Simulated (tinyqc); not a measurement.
Inside a calculation. Model: strained alloy layer of InAs and GaAs on (001) InP, model-solid band line-up.

Computed by the program tinyqc: `OMP_NUM_THREADS=1 python tinyqc.py 2690043 2690044 out.jsonl`, one thread of a shared Intel Xeon 2.30GHz, about 0.01 s for the whole run. Printed values are rounded.

The layer is x parts of the first compound and 1 - x of the second, grown coherently on the third as substrate and barrier. Rows of the table: lattice constant a, average valence level Ea on an absolute scale, spin-orbit splitting so, gaps at Gamma, X and L, hydrostatic deformation potentials av and ac (Gamma), shear potential b, elastic constants, electron and heavy-hole (along z) masses. All are interpolated linearly in x; gaps get -C x (1 - x), taken wholly in the conduction band; real line-ups can differ from this model by 0.1 eV or more.

Parameters, values chosen for the exercise:
```
symbol,value,unit,meaning
x,0.61,,fraction of the first compound in the layer
CG,0.477,eV,bowing of the Gamma gap
CX,1.4,eV,bowing of the X gap
CL,0.33,eV,bowing of the L gap
Lw,5.3,nm,layer thickness
```

Constants: q = 1.602176634e-19 C, hbar = 1.054571817e-34 J s, h = 6.62607015e-34 J s, m0 = 9.1093837015e-31 kg, c = 299792458 m/s, hbar^2/(2 m0) = 0.0380998212 eV nm^2. Results are converted to the units shown.

## Relaxed alloy and strain

Binary compounds, values chosen for the exercise:
```
,close to InAs,close to GaAs,close to InP
a (angstrom),6.058,5.653,5.869
Ea (eV),-6.67,-6.92,-7.04
so (eV),0.383,0.34,0.109
EG (eV),0.356,1.42,1.32
EX (eV),1.39,1.88,2.19
EL (eV),1.07,1.7,1.96
av (eV),1,1.14,1.26
ac (eV),-5.11,-7.16,-5.07
b (eV),-1.82,-1.68,-1.7
c11 (GPa),82.8,120,101
c12 (GPa),46,54.3,55.4
me (m0),0.0232,0.0678,0.0804
mh (m0),0.334,0.349,0.535
```

In-plane strain e = (a_substrate - a)/a, e_z = -2 (c12/c11) e, volume change 2 e + e_z.

a = 5.90005 angstrom
Gamma gap = 0.657482 eV
X gap = 1.24804 eV
L gap = 1.23719 eV
e = -0.526267 %
e_z = 0.532573 %
volume change = -0.519961 %

The relaxed alloy has its lowest gap at Gamma (direct). The layer is under compressive in-plane strain.

## Band edges and offsets

In-plane strain e = (a_substrate - a)/a, e_z = -2 (c12/c11) e, volume change 2 e + e_z. With v = 2 e + e_z and d = 2 b (e_z - e): Eav = Ea + av v; E_hh = Eav + so/3 - d/2; E_lh = Eav - so/6 + d/4 + sqrt(so^2 + so d + 9 d^2/4)/2; E_c = Ea + so/3 + EG + ac v (Gamma). Substrate: E_v = Ea + so/3, E_c = E_v + EG. Well depths: dEc = E_c(substrate) - E_c, dEhh = E_hh - E_v(substrate), dElh likewise; strained Gamma gap E_c - max(E_hh, E_lh); positive values confine carriers in the layer.

d = -0.0373855 eV
E_hh = -6.63221 eV
E_lh = -6.66760 eV
E_c = -5.95721 eV
strained Gamma gap = 0.675000 eV
dEc = 0.273548 eV
dEhh = 0.371453 eV
dElh = 0.336066 eV

The heavy-hole band lies on top, by 35.4 meV. At Gamma the line-up is type I, both carriers held in the layer.

## Critical thickness

In-plane strain e = (a_substrate - a)/a. Matthews-Blakeslee for 60-degree dislocations in a single layer: hc = k (ln(hc/bv) + 1), k = bv (1 - nu/4)/(4 pi |e| (1 + nu)), nu = c12/(c11 + c12), bv = a/sqrt(2); the larger root.

nu = 0.335986
bv = 0.417197 nm
hc = 21.3458 nm

The layer, Lw = 5.3 nm, is thinner than hc, so it stays coherent by this criterion.

## Electron to heavy-hole transition of the well

Lowest level of a finite well of width Lw and depth V: kw Lw/2 = arctan(sqrt((mw/mb)(V - E)/E)), kw = sqrt(mw E/C), C = hbar^2/(2 m0), for electrons (dEc) and heavy holes (dEhh), mb from the substrate; transition E_c - E_hh + both levels, without exciton binding; wavelength h c/E.

electron mass in the layer = 0.0405940 m0
heavy-hole mass in the layer = 0.339850 m0
electron level = 86.8218 meV
heavy-hole level = 24.8197 meV
transition energy = 0.786641 eV
wavelength = 1576.12 nm
